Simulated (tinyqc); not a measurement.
Worked calculation: phonon transmission through an interface between two chains by Green functions. Computed by tinyqc, a small Python program that keeps every step. Command: `OMP_NUM_THREADS=1 python tinyqc.py 3000757 3000758 out.jsonl agf walk`. One thread of a shared host (Intel(R) Xeon(R) Processor @ 2.30GHz), about 0.01 s of CPU time with the checks. Intermediate numbers are printed to about 7 digits and carried at full precision; extremes and crossings named in words are read from the listed rows.

Two semi-infinite chains (masses m_1, m_2; springs k_1, k_2), motion along the chain. The central region holds the end atom of each chain and one interlayer atom of mass m_b, joined by springs k_b. lambda = omega^2 in eV/(angstrom^2 u); nu = 15.6333042 THz x sqrt(lambda).

Inputs (values chosen for the exercise, for two model chains): mass m_1 = 26 u; spring k_1 = 3.59 eV/angstrom^2; mass m_2 = 67.9 u; spring k_2 = 2.67 eV/angstrom^2; junction spring k_b = 0.418 eV/angstrom^2; interlayer mass m_b = 36.2 u; probe frequency / lower band top = 0.49; temperature T = 20 K.

Atoms in the interlayer: one.

Constants: nu for 1 eV/(angstrom^2 u) = 15.6333042 THz; h x 1 THz = 4.135667696 meV; k_B = 8.617333262e-05 eV/K; k_B = 1.380649e-23 J/K; h = 6.62607015e-34 J s.

## Band tops and impedances

nu_max = 15.6333042 THz x 2 sqrt(k/m); impedance Z = sqrt(k m); long-wave transmission 4 Z_1 Z_2/(Z_1 + Z_2)^2; the probe frequency is the given share of the lower band top.

band top of chain 1 = 11.61827 THz

band top of chain 2 = 6.200140 THz

Z_1 = 9.661263 sqrt(eV u)/angstrom

Z_2 = 13.46451 sqrt(eV u)/angstrom

long-wave transmission = 0.9729532

probe frequency = 3.038069 THz

## Self-energies and the matrix at the probe frequency

In chain i, sin(q_i a/2) = nu/nu_max,i. An outgoing wave makes the next atom move as exp(i q_i a) times the end atom, so the lead adds the self-energy Sigma_i = -k_i exp(i q_i a) to the force-constant matrix; Gamma_i = -2 Im Sigma_i = 2 k_i sin(q_i a). A = lambda M - K - Sigma over the central atoms, with K_ii the sum of the springs at i, K_(i,i+1) = -k_b; G = inverse of A; transmission = Gamma_1 Gamma_2 |G_(first,last)|^2.

q_1 a = 0.5291327 rad

q_2 a = 1.024180 rad

Gamma_1 = 3.624355 eV/angstrom^2

Gamma_2 = 4.561898 eV/angstrom^2

A (complex symmetric) (eV/angstrom^2), rows end of 1, layer 1, end of 2:
$$\begin{pmatrix}
0.072950+1.812177i & 0.418000 & 0.000000 \\
0.418000 & 0.531106 & 0.418000 \\
0.000000 & 0.418000 & 0.864134+2.280949i
\end{pmatrix}$$

## Transmission at the probe frequency

The formulas are those given above.

G_(first,last) = -0.07455296-0.00656863i angstrom^2/eV

transmission = 0.09261139

It is below the long-wave value 0.973.

## Thermal conductance

Landauer conductance G = k_B int tau(nu) x^2 e^x/(e^x - 1)^2 d nu, x = h nu/(k_B T), from 0 to the lower band top (240 Gauss-Legendre points in s from 0 to 1, nu = nu_top sin(pi s/2)); tau is the transmission, and its thermal mean is G over the value for tau = 1 in the same window; the quantum is g_0 = pi^2 k_B^2 T/(3 h).

conductance G = 11.06445 pW/K

thermal mean of the transmission = 0.5845508

G/g_0 = 0.5845353

## Transmission spectrum against simple models

Long-wave value 4 Z_1 Z_2/(Z_1 + Z_2)^2. Continuum estimate, with omega = sqrt(lambda): a slab of impedance Z_b = sqrt(k_b m_b) and phase p = omega x (number of interlayer atoms) x sqrt(m_b/k_b), tau = 4 Z_1 Z_2/[(Z_1 + Z_2)^2 cos^2 p + (Z_b + Z_1 Z_2/Z_b)^2 sin^2 p].

Transmission:
```
nu/nu_top  nu (THz)  Green function  long-wave value  continuum estimate
0.05       0.310007       0.8047387        0.9729532           0.9230455
0.15       0.930021       0.4023653        0.9729532           0.6738341
0.25       1.550035       0.3380425        0.9729532           0.4815071
0.35       2.170049       0.7259686        0.9729532           0.3916817
0.45       2.790063       0.2617830        0.9729532           0.3752421
0.55       3.410077       0.0266071        0.9729532           0.4247829
0.65       4.030091       0.0055035        0.9729532           0.5610154
0.75       4.650105       0.0015476        0.9729532           0.8015681
0.85       5.270119       0.0004862        0.9729532           0.9729224
0.92       5.704129       0.0002043        0.9729532           0.8834364
0.98       6.076138       0.0000661        0.9729532           0.7280677
```

The transmission starts at the impedance value 0.973 and vanishes at the lower band top, 6.20 THz, above which chain 2 has no states. It first falls below half of that value at nu/nu_top = 0.15. The continuum estimate misses by more than 0.05 from the first row on.

## Conductance against temperature

The formulas are those given above.

Conductance:
```
T (K)   G (pW/K)  mean transmission       G/g_0  G for transmission 1 (pW/K)
1      0.9139526          0.9656831   0.9656831                    0.9464312
5       4.045755          0.8549497   0.8549497                     4.732156
20      11.06445          0.5845508   0.5845353                     18.92812
50      18.79752          0.4133950   0.3972295                     45.47107
100     21.66416          0.3139234   0.2289037                     69.01098
200     22.55748          0.2796350   0.1191713                     80.66757
400     22.79464          0.2703740  0.06021210                     84.30782
800     22.85485          0.2680149  0.03018557                     85.27457
```

At 1 K G/g_0 = 0.966; as T goes to 0 it tends to the long-wave transmission, where only the impedances count. Towards high T all modes count more and more alike; at 800 K G is 22.9 pW/K and the mean transmission is 0.268, which is well below the low-T value.

Checks made by the program: low-frequency limit against the impedance formula (relative difference 9e-07); unitarity: Gamma_1 |G_11|^2 + Gamma_2 |G_1N|^2 = -2 Im G_11 (relative difference below 1e-10); conductance against a 1500-point midpoint sum (relative difference below 1e-10).
